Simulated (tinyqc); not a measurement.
Born-Oppenheimer dynamics on the UHF/sto-3g surface (energies and gradients from PySCF), for H4+, spin multiplicity 2, step by step. Computed by tinyqc, a small Python program that keeps every step (integrals from PySCF). Settings: charge = 1, multiplicity = 2, basis = sto-3g, time step (fs) = 0.5, steps = 16. Command: `OMP_NUM_THREADS=1 python tinyqc.py 22964 22965 out.jsonl` (the two numbers bound the seeds that draw the settings). One thread of a shared host (Intel(R) Xeon(R) Processor @ 2.60GHz), about 1 s of CPU time with the checks.

## Velocity Verlet step 1

positions (bohr):
```
,x,y,z
1H,0.058582,0.043464,0.000000
2H,0.054802,-0.003779,1.560914
3H,-0.109604,1.645951,-0.073699
4H,-0.013228,1.610047,1.525009
```

velocities (bohr per atomic time unit):
```
,x,y,z
1H,0.000650500,0.000616000,0.000125000
2H,0.000595500,0.000107000,0.000456000
3H,-0.001134500,-0.000170000,-0.000665000
4H,-0.000111500,-0.000553000,0.000084000
```

gradient (hartree/bohr):
```
,x,y,z
1H,-0.01087531,0.10109544,0.01662393
2H,-0.01672494,0.22780402,-0.15008690
3H,0.02439854,-0.22979874,0.14531654
4H,0.00320171,-0.09910072,-0.01185357
```

masses (electron masses): 1H 1837.152588, 2H 1837.152588, 3H 1837.152588, 4H 1837.152588

gradient after step 1 (hartree/bohr):
```
,x,y,z
1H,-0.01023821,0.07404568,0.02034085
2H,-0.01814098,0.19753135,-0.15098371
3H,0.02639776,-0.19934833,0.14604818
4H,0.00198144,-0.07222870,-0.01540532
```

dt = 0.5 fs = 20.6707 atomic units; x' = x + v dt - g dt^2 / (2m); after the new gradient g', v' = v - (g + g') dt / (2m).

positions after step 1 (bohr):
```
,x,y,z
1H,0.073292,0.044441,0.000651
2H,0.069056,-0.028059,1.587793
3H,-0.135892,1.669160,-0.104344
4H,-0.015905,1.610140,1.528124
```

velocities after step 1 (bohr per atomic time unit):
```
,x,y,z
1H,0.000769279,-0.000369298,-0.000082954
2H,0.000791647,-0.002285826,0.002149745
3H,-0.001420267,0.002244270,-0.002304142
4H,-0.000140659,0.000410855,0.000237351
```

## Velocity Verlet step 2

gradient after step 2 (hartree/bohr):
```
,x,y,z
1H,-0.00893188,0.05244603,-0.00388424
2H,-0.01692577,0.15681317,-0.10958688
3H,0.02328968,-0.15831802,0.10572843
4H,0.00256797,-0.05094119,0.00774269
```

As before.

positions after step 2 (bohr):
```
,x,y,z
1H,0.090385,0.028196,-0.003429
2H,0.087530,-0.098279,1.649787
3H,-0.168320,1.738733,-0.168956
4H,-0.019043,1.627032,1.534821
```

velocities after step 2 (bohr per atomic time unit):
```
,x,y,z
1H,0.000877125,-0.001080908,-0.000175535
2H,0.000988923,-0.004279277,0.003615647
3H,-0.001699795,0.004256408,-0.003720572
4H,-0.000166253,0.001103777,0.000280459
```

## Energy conservation

The total energy should stay constant up to terms of order dt^2; the step counts as short enough if it moves by less than 2 % of the largest kinetic energy.

Trajectory:
```
time (fs),1H-2H (angstrom),potential (hartree),kinetic (hartree),total (hartree)
0.000000,0.826381,-1.50343395,0.00319274,-1.50024121
0.500000,0.840758,-1.52314381,0.02187687,-1.50126694
1.000000,0.877402,-1.56748049,0.06476440,-1.50271609
1.500000,0.929156,-1.61383962,0.11034299,-1.50349662
2.000000,0.986975,-1.64802739,0.14455114,-1.50347625
2.500000,1.043103,-1.66758201,0.16448282,-1.50309919
3.000000,1.091971,-1.67621774,0.17351245,-1.50270529
3.500000,1.130117,-1.67874639,0.17632882,-1.50241756
4.000000,1.155790,-1.67890215,0.17665490,-1.50224725
4.500000,1.168544,-1.67892489,0.17675435,-1.50217054
5.000000,1.168901,-1.67978413,0.17762622,-1.50215791
5.500000,1.158091,-1.68155128,0.17936875,-1.50218253
6.000000,1.137844,-1.68376196,0.18153946,-1.50222250
6.500000,1.110208,-1.68572426,0.18346428,-1.50225998
7.000000,1.077341,-1.68677942,0.18450307,-1.50227634
7.500000,1.041230,-1.68656549,0.18431617,-1.50224932
8.000000,1.003248,-1.68531181,0.18314998,-1.50216183
```

The total energy moves within 3.3e-03 hartree, under 2 % of the largest kinetic energy.
